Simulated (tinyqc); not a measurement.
# Bandgap voltage reference from two bipolar transistors: output against temperature

Two transistors of area 1 and N carry the same current I. Is(T) = Is (T/T0)^eta exp[(Vg0 q/kB)(1/T0 - 1/T)], VBE1 = Vt ln(I/Is(T)) + I rb, VBE2 = Vt ln(I/(N Is(T))) + I rb/N. The amplifier forces I R1(T) = VBE1 - VBE2 + Vos, with R(T) = R (1 + tc (T - T0)) for both resistors, and the output is Vref = VBE1 + I R2(T). Base currents and the Early effect are neglected.

Vt = kB T/q; I = (Vt ln N + Vos)/(R1(T) - rb (1 - 1/N)).

Parameters, values chosen for the exercise; values of the order met in silicon bipolar transistors:
- T0 = 298 K (reference temperature)
- Vg0 = 1.161 V (band-gap voltage extrapolated to 0 K)
- eta = 3.6 (temperature exponent of the saturation current)
- Is = 1.7e-18 A (saturation current of the unit transistor at T0)
- N = 4 (area ratio of the second transistor)
- R1 = 3.3 kohm (resistor across which the difference of VBE falls, at T0)
- tc = 600 ppm/K (temperature coefficient of both resistors)
- Vos = 0 mV (offset of the amplifier)
- rb = 0 ohm (series resistance of the unit transistor)
- R2 = 46.71 kohm (output resistor at T0)

Constants: q = 1.602176634e-19 C, kB = 1.380649e-23 J/K. Results are converted to the units shown.

Results:
```
T (K)  I (uA)  VBE1 (V)  I R2 (V)  Vref (V)  Vref - Vref(T0) (mV)  dVref/dT (uV/K)
218     8.290    0.8817    0.3686     1.250                -10.63            173.6
233     8.777    0.8588    0.3940     1.253                -8.147            157.2
253     9.413    0.8279    0.4278     1.256                -5.209            136.8
273     10.03    0.7966    0.4616     1.258                -2.666            117.8
298     10.79    0.7570    0.5039     1.261                     0            95.78
323     11.52    0.7169    0.5462     1.263                 2.137            75.40
348     12.23    0.6762    0.5884     1.265                 3.782            56.42
398     13.59    0.5936    0.6730     1.267                 5.723            21.92
423     14.24    0.5517    0.7153     1.267                 6.071            6.130
```

Estimate the missing row, T = 373 K.

Computed row:
```
T (K)  I (uA)  VBE1 (V)  I R2 (V)  Vref (V)  Vref - Vref(T0) (mV)  dVref/dT (uV/K)
373     12.92    0.6352    0.6307     1.266                 4.968            38.64
```

With this row back in the table: VBE1 falls by 1.61 mV/K on average and I R2 rises by 1.69 mV/K. The slope of Vref vanishes at T = 433 K. Between 233 and 398 K Vref spans 13.9 mV, or 66.6 ppm/K by the box method (span over the average over T, over 165 K).

Program tinyqc, `OMP_NUM_THREADS=1 python tinyqc.py 2062186 2062187 out.jsonl`; Intel Xeon 2.30GHz, shared host, one thread, about 0.03 s.
